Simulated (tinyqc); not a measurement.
Millisecond and nanosecond annealing: surface heating, thermal budget and solid-phase regrowth: one step, computed by the program tinyqc. Command: `OMP_NUM_THREADS=1 python tinyqc.py 3015857 3015858 out.jsonl flash walk`. One thread of a shared host (Intel(R) Xeon(R) Processor @ 2.30GHz), about 0.02 s of CPU time with the checks.

A square pulse heats the surface of a thick wafer with constant thermal properties; losses by radiation are neglected and silicon melts at 1414 C.

Problem. Temperature in depth and time. Absorbed flux q = (1 - R) fluence/t_p; kappa = k/c. With f(z, t) = (2 q/k) sqrt(kappa t) ierfc(z/(2 sqrt(kappa t))), ierfc(x) = exp(-x^2)/sqrt(pi) - x erfc(x): T = T0 + f(z, t) during the pulse and T0 + f(z, t) - f(z, t - t_p) after it.

Inputs (values chosen for the exercise, modelled on hot silicon with arsenic):
```
quantity                    value        unit
incident fluence              114      J/cm^2
pulse length t_p            0.016           s
reflectance R                 0.4           -
thermal conductivity k       0.29    W/(cm K)
heat capacity per volume c   2.36  J/(cm^3 K)
preheat temperature T0        500           C
wafer thickness d             775          um
```

Source: flash lamp.

thermal length sqrt(kappa t_p) = 443.4075 um

Give: Temperature (C).

Solution.

Temperature (C):
```
t/t_p  surface  z = 0.5 thermal lengths  z = 1  z = 2
0.10       733                    538.7  502.6  500.0
0.25       869                    630.5  532.8  500.6
0.50      1022                    758.6  608.9  511.1
0.75      1139                    864.4  686.9  534.4
1.00      1238                    956.4  761.0  565.7
1.10      1040                    951.6  786.8  579.6
1.50       882                    855.3  787.3  628.2
2.00       806                    792.3  756.2  652.1
4.00       698                    694.1  683.9  648.1
10.00      620                    618.9  616.6  607.7
```

One tenth of a pulse length after the end the surface has lost 197 C: cooling starts as sqrt(t - t_p), much faster than heating ends. Caution: heat reaches the back of the wafer, which is no longer thick.
